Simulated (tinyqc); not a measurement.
Capacitance measurement on a leaky thin oxide: effects of series resistance and leakage: two steps of the calculation.

The device is a capacitance C in parallel with a leakage conductance G, in series with Rs and Ls. An impedance meter reports either a parallel pair (Cp, Gp) from Y = 1/Z = Gp + i w Cp or a series pair (Cs, Rm) from Z = Rm + 1/(i w Cs); w = 2 pi f, dissipation D = Gp/(w |Cp|).

Parameters, values chosen for the exercise; values of the order met in thin-oxide MOS capacitors: relative permittivity of the gate insulator (close to zirconium oxide) eox = 24.6; insulator thickness tox = 3.6 nm; gate area A = 2500 um^2; oxide-equivalent thickness added by the accumulation layer zc = 0.48 nm; oxide-equivalent thickness added by gate depletion zp = 0.35 nm; gate leakage current density, not matched to the thickness Jg = 5.6 A/cm^2; voltage for an e-fold rise of the leakage Vs = 0.32 V; series resistance Rs = 54 ohm; series inductance Ls = 0 nH; measuring frequency f = 1e6 Hz.

Constants: eps0 = 8.8541878128e-14 F/cm where lengths are in cm. Results are converted to the units shown.

Task 1. True capacitance and conductance. EOT = 3.9 tox/eox; CET = EOT + zc + zp; C = 3.9 eps0 A/CET; G = Jg A/Vs.

Give: EOT; CET; C; G.

Result 1.

EOT = 0.5707 nm
CET = 1.401 nm
C = 61.63 pF
G = 437.5 uS

Task 2. What the meter reports. Z = Rs + i w Ls + 1/(G + i w C).

C = 61.630882 pF
G = 437.5 uS

Give: Z; Cp; Gp; Cs; D.

Result 2.

Z = 1335.6-1134.4i ohm
Cp = 58.794 pF
Gp = 434.95 uS
Cs = 140.30 pF
D = 1.1774

Cp is 4.6 % below C and Cs is 2.28 times it; G Rs = 0.0236, w C Rs = 0.0209 and G/(w C) = 1.13.

tinyqc, about 0.01 s, one thread, Intel Xeon 2.30GHz (shared host): `OMP_NUM_THREADS=1 python tinyqc.py 2022168 2022169 out.jsonl`
